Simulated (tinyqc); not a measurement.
MOS capacitor with interface traps: C-V stretch-out, conductance peak and subthreshold swing: one step, computed by the program tinyqc.

Energies at the interface are counted from the valence band. psi > 0 means bending towards depletion, so the surface potential is -psi. Boltzmann statistics, full ionisation, no quantum confinement. Traps are neutral when filled up to E_n, with a sharp (zero-temperature) occupation.

Problem. Conductance peak. v = sqrt(3 k_B T/m) with the majority mass; surface density n_s = N exp(-psi/k_B T); tau = 1/(sigma v n_s); for a continuum of levels G_p/omega = C_it ln(1 + omega^2 tau^2)/(2 omega tau), which peaks at omega tau = 1.98, the frequency 1.98/(2 pi tau); potential fluctuations are left out.

Inputs (values chosen for the exercise, modelled on 4H-SiC, with an insulator like Si3N4):

| quantity | value | unit |
|---|---|---|
| gap E_g | 3.25 | eV |
| electron mass m_e | 0.399 | m_0 |
| doping N | 5.2e+15 | cm^-3 |
| neutrality level E_n | 0.997 | eV |
| capture cross-section sigma | 1e-16 | cm^2 |
| band bending towards depletion psi | 0.51 | V |
| temperature T | 400 | K |

Substrate: n-type. Trap spectrum: flat plus a Gaussian peak.

k_B T = 0.03446933 eV

C_it = 0.6249189 microF/cm^2

Constants: k_B = 1.380649e-23 J/K; m_0 = 9.1093837015e-31 kg.

Give: v; n_s; trap time constant; peak frequency; peak of G_p/omega.

Solution.

v = 2.135e+07 cm/s

n_s = 1.951e+09 cm^-3

trap time constant = 0.2401 s

peak frequency = 1.313 Hz

peak of G_p/omega = 0.2514 microF/cm^2

Caution: traps deeper than about 24 k_B T and minority carriers reach equilibrium slowly or not at all, so the charges here are limits for very slow sweeps.
